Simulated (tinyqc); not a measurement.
Inter-valley coupling by envelope functions against a chain of atomic planes, step by step. Values are carried at full precision from step to step, so a last printed digit may differ when a step is redone from the rounded ones.

Chain: E(phi) = e0 + 2 v cos(phi) + 2 u cos(2 phi), cos(phi0) = -v/(4u), e0 = 2u + v^2/(4u); plane j = 0, 1, ... has the potential V_j = dE x_j + F (j - 30) a/4 (1 MV/m = 1e-4 V/angstrom). There are 30 barrier planes a side; with y = j - 29.5, x_j = xb (f(y) + f(Nw - y)), f(y) = 1/(1 + exp(y/L)), plus any Ge added in the well. The valley splitting is the spacing of the two lowest levels. Envelope theory: F_j solves a one-valley chain with hopping -b and diagonal 2b + V_j, b = 4u sin^2(phi0), sum F_j^2 = 1; the valleys couple by Dv = sum_j F_j^2 V_j exp(-2 i phi0 j) and split by 2|Dv|.

Constants: hbar^2/2m0 = 3.80998211 eV angstrom^2.

Values chosen for the exercise (near those of the Delta valleys of silicon in a SiGe well; not measured data): a = 5.431 angstrom (lattice constant; planes lie a/4 apart); u = 0.604 eV (second-neighbour hopping); v = 0.5 eV (nearest hopping); Nw = 40 (planes in the well); L = 0.75 planes (interface width); xb = 0.3 (Ge fraction of the barriers); dE = 0.52 eV (offset per unit Ge fraction); F = 0 MV/m (field); js = 38 (plane j of a Ge spike (the well starts at j = 30)); xs = 0.06 (Ge fraction added on that plane).

## Valley phase, mass and the wavelengths that couple the valleys

phi0; b = 4u sin^2(phi0); mass m/m0 = c/(b (a/4)^2), c = hbar^2/2m0. A potential couples the valleys if its phase advances by 2 phi0 a plane, or, since only whole planes count, by 2 pi - 2 phi0: periods pi/phi0 and pi/(pi - phi0) planes.

phi0 = 1.77926 rad
b = 2.31252 eV
mass = 0.8937 m0

periods (planes): pi/phi0 1.7657, pi/(pi - phi0) 2.3060

longer period = 3.1310 angstrom

## The smooth well

Lowest doublet of the chain and the envelope result.

level (meV): chain 10.300, envelope 10.332

splitting (micro-eV): chain 0.585, envelope 0.355

planes covered, 1/sum F^4 = 31.65
largest F_j^2 = 0.04229

The levels agree within 0.03 meV. A graded interface has little Fourier weight at 2 phi0, so the splitting is a small remainder of cancelling terms; the envelope value is 0.61 times that of the chain.

## One plane of added Ge, to first order

F_j^2 of the smooth well on that plane = 0.02187

F_j is the envelope on plane j (sum F_j^2 = 1) and Dv the coupling of the two valleys, which split by 2|Dv|. A single plane has Fourier weight at all wavelengths: it adds dE xs F_j^2 to |Dv|, so the splitting is about 2 dE xs F_j^2 if this term rules, and the mean of the doublet rises by dE xs F_j^2.

splitting = 1365 micro-eV
rise of the mean level = 0.682 meV

The chain with the spike gives 1202 micro-eV and a rise of 0.601 meV; the envelope solved with the spike gives 1198. First order is +14 % off: the state draws back from the spike, which the envelope solved anew includes.

## Checks

- Splitting with a weak spike (0.02) on plane j = 43 from the envelope against the chain (micro-eV): 702 against 701.

Run: tinyqc, `OMP_NUM_THREADS=1 python tinyqc.py 1451893 1451894 out.jsonl`; Intel(R) Xeon(R) Processor @ 2.30GHz, one thread, shared host; about 0.04 s of CPU time with all checks.
